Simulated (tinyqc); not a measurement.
Three-level Kane dispersion of a narrow-gap semiconductor: sweeps and comparisons. A value that a table varies takes the place of the one given here.

Zero of energy at Gamma8, c = hbar^2/2m0, P^2 = Ep c. The free-electron term and remote bands are left out, so the heavy holes are flat at E = 0 and the other three bands obey E (E - Eg)(E + Dso) = P^2 k^2 (E + 2 Dso/3). The conduction band is the highest root; its edge is Ec = max(Eg, 0).

Degenerate electrons at T = 0: kF = (3 pi^2 n)^(1/3), 1 cm^-3 = 1e-24 angstrom^-3; EF is the highest root at kF. The momentum (cyclotron, optical) mass is m(E) = hbar^2 k/(dE/dk) = c d(k^2)/dE with d(k^2)/dE = k^2 [1/E + 1/(E - Eg) + 1/(E + Dso) - 1/(E + 2 Dso/3)]; the density of states is k d(k^2)/dE/(2 pi^2).

Edge mass m0* = Eg (Eg + Dso)/(Ep (Eg + 2 Dso/3)).
Constants: hbar^2/2m0 = 3.80998211 eV angstrom^2.

Parameters, chosen for this exercise (near those of InSb; not measured data):
```
symbol  value  unit        meaning
Eg      0.238  eV          E(Gamma6) - E(Gamma8)
Dso     0.85   eV          spin-orbit splitting
Ep      22.5   eV          Kane energy
k       0.038  1/angstrom  wave vector
n       9e+16  cm^-3       electron density
```

## Filling the band

n from 1e15 to 1e19 cm^-3. The last column is the local power d ln(EF - Ec)/d ln n = kF^2/(1.5 (EF - Ec) d(k^2)/dE).

Results:
```
n (cm^-3)  kF (1/angstrom)  EF - Ec (meV)  parabolic (meV)   m(EF)  m(EF)/m0*  power
1.0e+15            0.00309            2.5              2.5  0.0146       1.02  0.660
1.0e+16            0.00667           11.3             11.8  0.0156       1.09  0.640
3.0e+16            0.00961           22.6             24.6  0.0168       1.17  0.617
1.0e+17            0.01436           46.6             54.9  0.0194       1.36  0.580
3.0e+17            0.02071           86.1            114.3  0.0236       1.65  0.537
1.0e+18            0.03094          159.5            255.0  0.0312       2.18  0.489
3.0e+18            0.04462          267.2            530.3  0.0419       2.93  0.451
1.0e+19            0.06665          451.0           1183.4  0.0596       4.17  0.420
```

The power falls from 0.660 to 0.420: 2/3 marks a parabola, 1/3 a linear band. The parabola is within 10 % up to n = 3.0e+16 cm^-3. The mass has doubled by n = 1.0e+18 cm^-3 and ends at 4.2 times its edge value.

## Closing and inverting the gap

Eg is varied at fixed k, Dso and Ep. Edge mass: Eg (Eg + Dso)/(Ep (Eg + 2 Dso/3)) for Eg > 0, 3 |Eg|/(2 Ep) for Eg < 0. The Gamma6 weight of the conduction state is 1/(1 + P^2 k^2 [(2/3)/E^2 + (1/3)/(E + Dso)^2]).

Results:
```
Eg (eV)      m0*  highest root (eV)  middle (eV)  lowest (eV)  E - Ec (meV)  Gamma6 weight
-0.200   0.01333             0.2177      -0.3518      -0.9159         217.7          0.360
-0.100   0.00667             0.2576      -0.3000      -0.9076         257.6          0.439
-0.040   0.00267             0.2854      -0.2720      -0.9034         285.4          0.489
-0.010   0.00067             0.3005      -0.2589      -0.9016         300.5          0.514
0.010    0.00066             0.3109      -0.2505      -0.9004         300.9          0.531
0.040    0.00261             0.3272      -0.2385      -0.8987         287.2          0.555
0.100    0.00633             0.3620      -0.2163      -0.8957         262.0          0.603
0.200    0.01217             0.4260      -0.1847      -0.8913         226.0          0.676
```

The edge mass vanishes with |Eg| from both sides, yet the kinetic energy at this k stays finite, at most 300.9 meV in the table; at Eg = 0 the two-level form, without the split-off band, gives the linear value sqrt(2/3) P k = 287.3 meV. The Gamma6 weight of the conduction state goes smoothly from 0.36 to 0.68 and is 0.51 and 0.53 in the two rows next to Eg = 0: at finite k nothing jumps at the inversion.

## What each parameter does

Edge mass, EF - Ec and m(EF). Each row changes one parameter from the base and keeps the others.

Results:
```
case               m0* (m0)  EF - Ec (meV)  m(EF) (m0)
base                0.01430          43.83     0.01909
n = 1.8e+17 cm^-3   0.01430          65.09     0.02137
Eg = 0.2023 eV      0.01230          48.74     0.01771
Dso = 0.7225 eV     0.01412          44.37     0.01887
Ep = 19.125 eV      0.01683          37.98     0.02172
```

The largest shifts from the base row, up to three for each result and ties (the steps differ in size, so this ranks the rows, not the parameters). m0* (m0): Ep +0.00252, Eg -0.00200, Dso -0.00018; unchanged at the printed digits by n. EF - Ec (meV): n +21.26, Ep -5.85, Eg +4.92. m(EF) (m0): Ep +0.00263, n +0.00228, Eg -0.00138.

Computed by tinyqc, a small Python program: `OMP_NUM_THREADS=1 python tinyqc.py 1080833 1080834 out.jsonl` (the numbers bound the seed that draws the inputs); one thread of a shared host (Intel(R) Xeon(R) Processor @ 2.30GHz), about 0.01 s for the whole set of steps.
